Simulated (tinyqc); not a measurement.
Inside a calculation. Method: Pariser-Parr-Pople SCF with singles CI, for the molecule O=Cc1[cH-]ccn1 (SMILES; centres numbered as the heavy atoms are written). Computed by tinyqc, a small Python program that keeps every step. Settings: charge = -1, gamma = Ohno, start = huckel, damping = 0.3, iteration cap = 71, excitations kept = 4. Command: `OMP_NUM_THREADS=1 python tinyqc.py 29425 29426 out.jsonl` (the two numbers bound the seeds that draw the settings). One thread of a shared host (Intel(R) Xeon(R) Processor @ 2.60GHz), about 0.01 s of CPU time with the checks. Later iterations appear only in the table of the cycle.

## PPP integrals

Centres (angstrom, eV; a flat drawing with bonds scaled to 1.40 angstrom):
```
centre         x         y  core charge z         W  gamma_rr
1O      -2.62800   0.42300              1  17.70000  15.20000
2C      -1.65900  -0.58700              1  11.16000  11.13000
3C      -0.29900  -0.25200              1  11.16000  11.13000
4C       0.77100  -1.15500              1  11.16000  11.13000
5C       1.96000  -0.41700              1  11.16000  11.13000
6C       1.62600   0.94300              1  11.16000  11.13000
7N       0.22900   1.04400              1  14.10000  12.30000
```

Resonance integrals (eV):
```
i  j      beta
1  2  -2.51000
2  3  -2.39000
3  4  -2.39000
4  5  -2.39000
5  6  -2.39000
6  7  -2.51000
7  3  -2.51000
```

Ohno: gamma = 14.399645/sqrt(R^2 + a^2), a = 2 x 14.399645/(gamma_rr + gamma_ss); H_rr = -W_r - sum_(s != r) z_s gamma_rs; H_rs = beta for bonds.

repulsion gamma_rs (eV), order 1O, 2C, 3C, 4C, 5C, 6C, 7N:
$$\begin{pmatrix}
15.20000 & 8.10631 & 5.41316 & 3.68862 & 3.00569 & 3.25560 & 4.63666 \\
8.10631 & 11.13000 & 7.55197 & 5.12272 & 3.74302 & 3.74226 & 5.17734 \\
5.41316 & 7.55197 & 11.13000 & 7.55354 & 5.52033 & 5.51897 & 7.73098 \\
3.68862 & 5.12272 & 7.55354 & 11.13000 & 7.55556 & 5.51939 & 5.58806 \\
3.00569 & 3.74302 & 5.52033 & 7.55556 & 11.13000 & 7.55266 & 5.58742 \\
3.25560 & 3.74226 & 5.51897 & 5.51939 & 7.55266 & 11.13000 & 7.72718 \\
4.63666 & 5.17734 & 7.73098 & 5.58806 & 5.58742 & 7.72718 & 12.30000
\end{pmatrix}$$

core matrix H (eV), order 1O, 2C, 3C, 4C, 5C, 6C, 7N:
$$\begin{pmatrix}
-45.80604 & -2.51000 & 0.00000 & 0.00000 & 0.00000 & 0.00000 & 0.00000 \\
-2.51000 & -44.60361 & -2.39000 & 0.00000 & 0.00000 & 0.00000 & 0.00000 \\
0.00000 & -2.39000 & -50.44895 & -2.39000 & 0.00000 & 0.00000 & -2.51000 \\
0.00000 & 0.00000 & -2.39000 & -46.18790 & -2.39000 & 0.00000 & 0.00000 \\
0.00000 & 0.00000 & 0.00000 & -2.39000 & -44.12469 & -2.39000 & 0.00000 \\
0.00000 & 0.00000 & 0.00000 & 0.00000 & -2.39000 & -44.47606 & -2.51000 \\
0.00000 & 0.00000 & -2.51000 & 0.00000 & 0.00000 & -2.51000 & -50.54763
\end{pmatrix}$$

## Starting guess

pi electrons, sum of z_r less the charge = 8

Orbitals of the Hueckel matrix of the beta values.

P at the start, order 1O, 2C, 3C, 4C, 5C, 6C, 7N:
$$\begin{pmatrix}
1.11255 & 0.90358 & -0.13374 & -0.23041 & 0.15684 & 0.15344 & -0.22749 \\
0.90358 & 0.98521 & 0.41349 & 0.02200 & -0.07329 & -0.07815 & 0.01970 \\
-0.13374 & 0.41349 & 1.16836 & 0.58218 & -0.22087 & -0.21375 & 0.59110 \\
-0.23041 & 0.02200 & 0.58218 & 1.19197 & 0.67349 & -0.22948 & -0.25375 \\
0.15684 & -0.07329 & -0.22087 & 0.67349 & 1.18336 & 0.62075 & -0.22069 \\
0.15344 & -0.07815 & -0.21375 & -0.22948 & 0.62075 & 1.18108 & 0.67371 \\
-0.22749 & 0.01970 & 0.59110 & -0.25375 & -0.22069 & 0.67371 & 1.17747
\end{pmatrix}$$

## Iteration 1: Fock matrix

F_rr = H_rr + P_rr gamma_rr / 2 + sum_(s != r) P_ss gamma_rs; F_rs = H_rs - P_rs gamma_rs / 2; E = tr P (H + F) / 2 + core repulsion sum_(r<s) z_r z_s gamma_rs.

F (eV), order 1O, 2C, 3C, 4C, 5C, 6C, 7N:
$$\begin{pmatrix}
-5.78153 & -6.17235 & 0.36198 & 0.42495 & -0.23571 & -0.24977 & 0.52741 \\
-6.17235 & -0.22729 & -3.95133 & -0.05635 & 0.13717 & 0.14623 & -0.05100 \\
0.36198 & -3.95133 & 0.67313 & -4.58876 & 0.60963 & 0.58983 & -4.79487 \\
0.42495 & -0.05635 & -4.58876 & 0.46096 & -4.93430 & 0.63329 & 0.70897 \\
-0.23571 & 0.13717 & 0.60963 & -4.93430 & 0.44740 & -4.73416 & 0.61653 \\
-0.24977 & 0.14623 & 0.58983 & 0.63329 & -4.73416 & 0.46870 & -5.11293 \\
0.52741 & -0.05100 & -4.79487 & 0.70897 & 0.61653 & -5.11293 & -1.61522
\end{pmatrix}$$

pi energy = -104.78132 eV

## Iteration 1: orbitals and new P

Diagonalise F (the basis is taken as orthonormal) and form P = 2 sum c c over the lowest orbitals; 0.3 of the old P is kept.

orbital energies (eV): [-10.26522, -8.46818, -4.53159, -3.91674, 4.02786, 8.40745, 9.17259]

P after iteration 1, order 1O, 2C, 3C, 4C, 5C, 6C, 7N:
$$\begin{pmatrix}
1.37640 & 0.82601 & -0.15635 & -0.20557 & 0.13083 & 0.15584 & -0.18420 \\
0.82601 & 0.79839 & 0.44837 & 0.10856 & -0.11629 & -0.13824 & 0.08018 \\
-0.15635 & 0.44837 & 1.12841 & 0.58513 & -0.19781 & -0.24136 & 0.56208 \\
-0.20557 & 0.10856 & 0.58513 & 1.14934 & 0.68327 & -0.18537 & -0.27342 \\
0.13083 & -0.11629 & -0.19781 & 0.68327 & 1.16751 & 0.62505 & -0.20756 \\
0.15584 & -0.13824 & -0.24136 & -0.18537 & 0.62505 & 1.12279 & 0.67383 \\
-0.18420 & 0.08018 & 0.56208 & -0.27342 & -0.20756 & 0.67383 & 1.25716
\end{pmatrix}$$

## Iteration 2: Fock matrix

As before.

F (eV), order 1O, 2C, 3C, 4C, 5C, 6C, 7N:
$$\begin{pmatrix}
-5.53210 & -5.85796 & 0.42316 & 0.37914 & -0.19661 & -0.25367 & 0.42703 \\
-5.85796 & 0.48694 & -4.08302 & -0.27806 & 0.21764 & 0.25867 & -0.20755 \\
0.42316 & -4.08302 & 0.35309 & -4.59989 & 0.54599 & 0.66602 & -4.68272 \\
0.37914 & -0.27806 & -4.59989 & -0.05798 & -4.97125 & 0.51156 & 0.76395 \\
-0.19661 & 0.21764 & 0.54599 & -4.97125 & -0.08463 & -4.75041 & 0.57987 \\
-0.25367 & 0.25867 & 0.66602 & 0.51156 & -4.75041 & 0.34447 & -5.11340 \\
0.42703 & -0.20755 & -4.68272 & 0.76395 & 0.57987 & -5.11340 & -1.95499
\end{pmatrix}$$

pi energy = -105.73548 eV

## Iteration 2: orbitals and new P

As before.

orbital energies (eV): [-9.89039, -8.54291, -4.98576, -4.24906, 4.33060, 8.05458, 8.83774]

P after iteration 2, order 1O, 2C, 3C, 4C, 5C, 6C, 7N:
$$\begin{pmatrix}
1.49087 & 0.78470 & -0.16262 & -0.19244 & 0.11800 & 0.15091 & -0.16183 \\
0.78470 & 0.71282 & 0.46278 & 0.14605 & -0.13219 & -0.16032 & 0.10230 \\
-0.16262 & 0.46278 & 1.11716 & 0.58741 & -0.19478 & -0.25120 & 0.54640 \\
-0.19244 & 0.14605 & 0.58741 & 1.13371 & 0.68440 & -0.16542 & -0.28346 \\
0.11800 & -0.13219 & -0.19478 & 0.68440 & 1.16620 & 0.62832 & -0.19790 \\
0.15091 & -0.16032 & -0.25120 & -0.16542 & 0.62832 & 1.08626 & 0.67570 \\
-0.16183 & 0.10230 & 0.54640 & -0.28346 & -0.19790 & 0.67570 & 1.29298
\end{pmatrix}$$

## Iteration 3: Fock matrix

As before.

F (eV), order 1O, 2C, 3C, 4C, 5C, 6C, 7N:
$$\begin{pmatrix}
-5.43109 & -5.69049 & 0.44015 & 0.35493 & -0.17734 & -0.24565 & 0.37518 \\
-5.69049 & 0.81751 & -4.13746 & -0.37409 & 0.24739 & 0.29999 & -0.26483 \\
0.44015 & -4.13746 & 0.21393 & -4.60851 & 0.53763 & 0.69319 & -4.62210 \\
0.35493 & -0.37409 & -4.60851 & -0.25741 & -4.97552 & 0.45652 & 0.79200 \\
-0.17734 & 0.24739 & 0.53763 & -4.97552 & -0.32412 & -4.76273 & 0.55287 \\
-0.24565 & 0.29999 & 0.69319 & 0.45652 & -4.76273 & 0.31216 & -5.12063 \\
0.37518 & -0.26483 & -4.62210 & 0.79200 & 0.55287 & -5.12063 & -2.11089
\end{pmatrix}$$

pi energy = -106.10261 eV

## Iteration 3: orbitals and new P

As before.

orbital energies (eV): [-9.81284, -8.47481, -5.16274, -4.38562, 4.44002, 7.89137, 8.72470]

P after iteration 3, order 1O, 2C, 3C, 4C, 5C, 6C, 7N:
$$\begin{pmatrix}
1.54277 & 0.76249 & -0.16380 & -0.18564 & 0.11149 & 0.14576 & -0.14993 \\
0.76249 & 0.67168 & 0.46885 & 0.16318 & -0.13799 & -0.16808 & 0.11017 \\
-0.16380 & 0.46885 & 1.11534 & 0.58943 & -0.19676 & -0.25426 & 0.53748 \\
-0.18564 & 0.16318 & 0.58943 & 1.12704 & 0.68313 & -0.15596 & -0.28872 \\
0.11149 & -0.13799 & -0.19676 & 0.68313 & 1.16926 & 0.63035 & -0.19207 \\
0.14576 & -0.16808 & -0.25426 & -0.15596 & 0.63035 & 1.06407 & 0.67758 \\
-0.14993 & 0.11017 & 0.53748 & -0.28872 & -0.19207 & 0.67758 & 1.30984
\end{pmatrix}$$

## Convergence

Stop when output and input P, before any damping, agree to 1e-7.

Course of the cycle:
```
iteration        E (eV)  largest |P(out) - P(in)|
1          -104.7813192                  3.77e-01
2          -105.7354779                  1.64e-01
3          -106.1026127                  7.41e-02
4          -106.2337665                  3.51e-02
5          -106.2791371                  1.73e-02
6          -106.2946167                  8.78e-03
7          -106.2998819                  4.56e-03
8          -106.3016822                  2.72e-03
9          -106.3023057                  1.73e-03
10         -106.3025260                  1.11e-03
11         -106.3026061                  7.26e-04
...                 ...                       ...
25         -106.3026560                  3.42e-06
26         -106.3026560                  2.34e-06
27         -106.3026560                  1.61e-06
28         -106.3026560                  1.10e-06
29         -106.3026560                  7.58e-07
30         -106.3026560                  5.20e-07
31         -106.3026560                  3.57e-07
32         -106.3026560                  2.45e-07
33         -106.3026560                  1.68e-07
34         -106.3026560                  1.16e-07
35         -106.3026560                  7.94e-08
```

Converged in 35 iterations.

## Converged orbitals

Charges are z - P_rr.

orbital energies (eV): [-9.77878, -8.33774, -5.28878, -4.49925, 4.51446, 7.75159, 8.64582]

coefficients, order 1O, 2C, 3C, 4C, 5C, 6C, 7N:
$$\begin{pmatrix}
0.41728 & 0.70251 & -0.05158 & -0.35486 & -0.41700 & 0.01283 & 0.17241 \\
0.39710 & 0.36550 & 0.01907 & 0.14962 & 0.69972 & -0.03608 & -0.44165 \\
0.46357 & -0.09473 & 0.09327 & 0.57289 & 0.07805 & 0.03916 & 0.65696 \\
0.32728 & -0.20585 & -0.55719 & 0.31220 & -0.38280 & 0.33557 & -0.42829 \\
0.27399 & -0.31223 & -0.53549 & -0.36498 & 0.17717 & -0.58922 & 0.17002 \\
0.29816 & -0.34343 & 0.12960 & -0.53942 & 0.23462 & 0.64382 & 0.12583 \\
0.42687 & -0.32575 & 0.61177 & -0.04277 & -0.31215 & -0.35028 & -0.33977
\end{pmatrix}$$

pi charges: 1O -0.59245, 2C 0.37195, 3C -0.12155, 4C -0.11484, 5C -0.18504, 6C -0.02923, 7N -0.32885

## Singles CI, singlets

Over the 4 single excitations with the smallest orbital gaps: A = (e_a - e_i) delta + 2 (ia|jb) - (ij|ab), with (pq|rs) = sum c_mp c_mq gamma_mn c_nr c_ns. f = 2/3 w |mu|^2 in atomic units, mu = sqrt2 sum c_ia sum_m c_mi c_ma R_m.

singlet CI matrix (eV), order 4>5, 3>5, 4>6, 2>5:
$$\begin{pmatrix}
4.65761 & 0.03774 & -0.02689 & 0.25335 \\
0.03774 & 5.06182 & 0.50191 & 0.23058 \\
-0.02689 & 0.50191 & 6.91755 & 0.11197 \\
0.25335 & 0.23058 & 0.11197 & 7.74020
\end{pmatrix}$$

singlet excitation energies (eV): [4.63403, 4.92329, 7.01038, 7.80948]

oscillator strengths: [0.81370, 0.06778, 0.34262, 0.27475]

## Singles CI, triplets

Over the 4 single excitations with the smallest orbital gaps: A = (e_a - e_i) delta - (ij|ab), with (pq|rs) = sum c_mp c_mq gamma_mn c_nr c_ns.

triplet CI matrix (eV), order 4>5, 3>5, 4>6, 2>5:
$$\begin{pmatrix}
2.87909 & 0.03960 & -0.09302 & 0.74182 \\
0.03960 & 4.17507 & 0.03424 & 0.22072 \\
-0.09302 & 0.03424 & 5.36454 & -0.19722 \\
0.74182 & 0.22072 & -0.19722 & 5.82393
\end{pmatrix}$$

triplet excitation energies (eV): [2.70193, 4.14511, 5.30839, 6.08721]
